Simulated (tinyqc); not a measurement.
## Gap voltage and exponent from three temperatures

Problem. At constant current VBE(T) = Vg0 - a T - eta (kB T/q) ln T, where a is a constant. Find Vg0, eta and dVBE/dT at the middle temperature.

Constants: q = 1.602176634e-19 C, kB = 1.380649e-23 J/K. Results are converted to the units shown.

T (K): 300  330  360
VBE at a constant current (V): 0.6943286472  0.6355752707  0.5759981938

Answer. The relation is linear in Vg0, a and eta, so three points give a linear system; the slope is (VBE - Vg0 - eta kB T/q)/T. eta rests on the curvature of VBE(T) alone, so real fits need accuracy of some tens of microvolts or better.

Vg0 = 1.19 V
eta = 3.50
dVBE/dT = -1.97 mV/K

Numbers from tinyqc (`OMP_NUM_THREADS=1 python tinyqc.py 2062183 2062184 out.jsonl`; about 0.02 s on one thread of a shared Intel Xeon 2.30GHz).
